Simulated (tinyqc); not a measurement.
Implant damage, amorphisation by cascade overlap, and solid-phase epitaxial regrowth: one step, computed by the program tinyqc. Command: `OMP_NUM_THREADS=1 python tinyqc.py 3111385 3111386 out.jsonl sper walk`. One thread of a shared host (Intel(R) Xeon(R) Processor @ 2.30GHz), about 0.01 s of CPU time with the checks.

Range and width of the damage are inputs. Dynamic annealing enters only through the surviving share f.

Question. Damage energy and displacements per ion. Robinson partition: eps = E a M2/(Z1 Z2 (e^2/(4 pi eps_0)) (M1 + M2)), a = 0.8853 a_0/sqrt(Z1^(2/3) + Z2^(2/3)); k = 0.0793 Z1^(2/3) Z2^(1/2) (M1 + M2)^(3/2)/((Z1^(2/3) + Z2^(2/3))^(3/4) M1^(3/2) M2^(1/2)); damage energy T_d = E/(1 + k (eps + 0.40244 eps^(3/4) + 3.4008 eps^(1/6))); displacements nu = 0.8 T_d/(2 E_d).

Inputs (values chosen for the exercise, modelled on silicon ions in silicon): ion Z1 = 14; ion mass M1 = 28 u; target Z2 = 14; target mass M2 = 28.09 u; ion energy E = 13 keV; displacement energy E_d = 17 eV.

Constants: a_0 = 0.529177210903 angstrom; e^2/(4 pi eps_0) = 14.39964548 eV angstrom.

Give: reduced energy eps; k; damage energy T_d; T_d/E; displacements per ion nu.

Answer.

reduced energy eps = 0.3171

k = 0.1465

damage energy T_d = 8.767 keV

T_d/E = 0.6744

displacements per ion nu = 206.3

33 % of the energy goes to electrons.
